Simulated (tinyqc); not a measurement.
Gap and screening length from two transmissions.

Question. At the source junction of a tunnel FET, T(w) = exp(-S), S = 2 pi lam sqrt(m/(C Eg)) [w + Eg/2 - sqrt(w (w + Eg))], C = hbar^2/(2 m0). Find Eg (between 0.1 and 3 eV) and lam.

Parameters, values chosen for the exercise:
- m = 0.1 m0 (band-edge mass of the two-band model)

Constants: q = 1.602176634e-19 C, hbar = 1.054571817e-34 J s, m0 = 9.1093837015e-31 kg, hbar^2/(2 m0) = 0.0380998212 eV nm^2. Results are converted to the units shown.

T(w) at w = 0.04 and 0.43 eV: 3.0275688e-10  2.8959206e-5

Solution. The ratio of the two exponents depends on Eg alone and falls steadily with it, which fixes Eg; either exponent then gives lam.

ratio of the two S = 2.098
Eg = 1.320 eV
lam = 5.300 nm

tinyqc, about 0.02 s, one thread, Intel Xeon 2.30GHz (shared host): `OMP_NUM_THREADS=1 python tinyqc.py 2620115 2620116 out.jsonl`
